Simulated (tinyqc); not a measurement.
# Permittivity and interface capacitance from two thicknesses

Inverse problem. 1/C = t/(eps0 ek) + 2/ci for planar capacitors that differ only in thickness. Find ek, ci and the EOT of the interfaces, 2 x 3.9 eps0/ci.

Constants: eps0 = 8.8541878128e-14 F/cm where lengths are in cm. Results are converted to the units shown.

C at t = 7.2 and 22 nm (uF/cm^2): [0.80205359, 0.26378416]

Answer. 1/C is a straight line in t: the slope gives ek and the intercept 2/ci. A single thickness would give only the effective permittivity; when the interfaces are a small part of 1/C, ci needs very accurate data.

ek = 6.57
ci = 220 uF/cm^2
EOT of the interfaces = 0.0314 nm

Numbers from tinyqc (`OMP_NUM_THREADS=1 python tinyqc.py 2102067 2102068 out.jsonl`; about 0.01 s on one thread of a shared Intel Xeon 2.30GHz).
